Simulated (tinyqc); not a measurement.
Tersoff bond-order potential: one step, computed by the program tinyqc.

E = (1/2) sum_(i, j != i) [A exp(-lambda r_ij) - b_ij B exp(-mu r_ij)], b_ij = (1 + (beta zeta_ij)^n)^(-1/(2n)), zeta_ij = sum_(k != i, j) g(theta_ijk), g = 1 + c^2/d^2 - c^2/(d^2 + (h - cos theta)^2), with theta at atom i. Only nearest neighbours count (cut-off function 1 for them, 0 beyond).

Question. An open trimer. Atom 1 binds atoms 2 and 3, which do not interact. b_12 = b_13 follow from zeta = g(theta); b_21 = b_31 = 1. E = sum over the two bonds of A exp(-lambda r) - (b + 1)/2 B exp(-mu r).

Inputs (values chosen for the exercise, modelled on germanium):
```
quantity                  value        unit
A                          1792          eV
B                        413.89          eV
lambda                   2.4451  1/angstrom
mu                       1.7047  1/angstrom
beta                   9.03e-07           -
n                        0.7488           -
c                        107100           -
d                         15.76           -
h                       -0.4521           -
bond length r_12           2.57    angstrom
bond length r_13           2.46    angstrom
angle theta at atom 1       145     degrees
```

Give: g(theta); bond order b_12; repulsive terms; attractive terms B exp(-mu r); energy of the trimer.

Answer.

g(theta) = 25038

bond order b_12 = 0.9627

repulsive terms (eV): 3.344  4.376

attractive terms B exp(-mu r) (eV): 5.179  6.247

energy of the trimer = -3.492 eV

g is least (g = 1) at cos theta = h, 116.9 degrees, wider than the tetrahedral 109.47.
